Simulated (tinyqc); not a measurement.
# Capacitances against the distance to each plane

Endless row of lines of width wl, height tl and space sl between grounded planes at distance hd; e2 fills the gaps beside the lines, e1 the rest. Laplace's equation is solved on meshes of 3, 6 and 12 steps per unit u and extrapolated (Aitken), which is good to about 0.2 %. C_even (all lines at 1 V) is the capacitance Cg to the planes; C_odd (neighbours in antiphase) = Cg + 4 Cc if only nearest neighbours couple, which defines Cc; total with quiet neighbours Cg + 2 Cc. Plate values 2 eps0 e1 wl/hd and eps0 e2 tl/sl.

Values chosen for this exercise: relative permittivity above and below the lines e1 = 4.2; relative permittivity between the lines e2 = 2.7; line width, in units u wl = 6 u; line height tl = 8 u; space between lines sl = 6 u.

Constants: eps0 = 8.8541878128e-12 F/m. Results are converted to the units shown.

The same in every row: plate Cc (aF/um) = 31.9.

Capacitances against the distance to each plane:
```
hd (u)	Cg (aF/um)	Cc (aF/um)	Cg + 2 Cc (aF/um)	C_odd (aF/um)	plate Cg (aF/um)	share of coupling, 2 Cc/(Cg + 2 Cc) (%)
2	345	22.3	389	434	223	11.5
3	246	27.7	301	357	149	18.4
4	192	32.5	257	322	112	25.3
5	158	36.7	231	305	89.3	31.7
6	134	40.2	215	295	74.4	37.5
8	103	45.9	195	287	55.8	47.1
10	83.8	50.0	184	284	44.6	54.4
```

As hd goes from 2 to 10, Cg falls from 345 to 83.8 aF/um, Cc rises from 22.3 to 50.0 aF/um and the share of coupling rises from 11.5 to 54.4 %. Cg is 1.55 times its plate value in the first row and 1.88 times in the last; for Cc the ratios are 0.700 and 1.57. Neighbours in antiphase raise the load by a factor of 1.11 and 1.54 over quiet ones. For hd = 10 the planes are farther than 0.8 of the pitch, so second neighbours couple too and Cg + 2 Cc understates the quiet load by a per cent or more.

Program tinyqc, `OMP_NUM_THREADS=1 python tinyqc.py 2790148 2790149 out.jsonl`; Intel Xeon 2.30GHz, shared host, one thread, about 1 s.
